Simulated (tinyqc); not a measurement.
Nanowire ballistic transistor, top-of-the-barrier model: two steps of the calculation.

At the top of the source barrier, states moving towards the drain are filled by the source (Fermi level 0) and states moving back by the drain (Fermi level -q Vd); nothing scatters. U is the shift of the band edge there, set by the capacitances CG, CD and CS (the total) and by the charge. Parabolic one-dimensional subband; the source is grounded.

Inputs (values chosen for the exercise); mass and valleys close to those of silicon (two valleys):
- T = 200 K (temperature)
- m = 0.188 m0 (effective mass)
- gv = 2 (valley degeneracy)
- eox = 9 (relative permittivity of the gate insulator)
- tox = 1.2 nm (insulator thickness)
- d = 5 nm (wire diameter)
- aG = 0.95 (gate control CG/CS)
- aD = 0.019 (drain control CD/CS)
- E0 = 0.38 eV (band edge at the barrier top above the source Fermi level at zero bias)
- Vg = 0.5 V (gate voltage)
- Vd = 0.5 V (drain voltage)

Constants: q = 1.602176634e-19 C, kB = 1.380649e-23 J/K, hbar = 1.054571817e-34 J s, m0 = 9.1093837015e-31 kg, Vt = kB T/q, eps0 = 8.8541878128e-14 F/cm where lengths are in cm. Results are converted to the units shown.

Question 1. Density of states, capacitances and charge at zero bias. N0 = gv sqrt(2 m kB T/pi)/hbar, CG = 2 pi eps0 eox/ln(1 + 2 tox/d), CS = CG/aG, n0 = n at U = 0 and Vd = 0. eta1 = -(E0 + U)/Vt, eta2 = eta1 - Vd/Vt, n = (N0/2)[F_(-1/2)(eta1) + F_(-1/2)(eta2)], F_(-1/2)(x) = (1/sqrt(pi)) int_0^infinity u^(-1/2)/(1 + exp(u - x)) du. UL = -(aG Vg + aD Vd).

Give: N0; CG; CS; n0; UL.

Answer 1.

N0 = 3.291e6 cm^-1
CG = 12.77 pF/cm
CS = 13.44 pF/cm
n0 = 8.744e-4 cm^-1
UL = -0.4845 eV

Question 2. Self-consistent potential at the barrier top. U(out) = UL + q (n - n0)/CS. U(new) = U(out).

U at the start (U = UL) = -0.4845 eV
N0 = 3.2905914e6 cm^-1
CS = 13.443576 pF/cm
n0 = 8.7437032e-4 cm^-1
UL = -0.4845 eV

Give: eta1; eta2; n; U(out); U after iteration 1.

Answer 2.

eta1 = 6.0634
eta2 = -22.948
n = 4.5120e6 cm^-1
U(out) = -0.43073 eV
U after iteration 1 = -0.43073 eV

Computed by the program tinyqc: `OMP_NUM_THREADS=1 python tinyqc.py 2400069 2400070 out.jsonl`, one thread of a shared Intel Xeon 2.30GHz, about 0.03 s for the whole run.
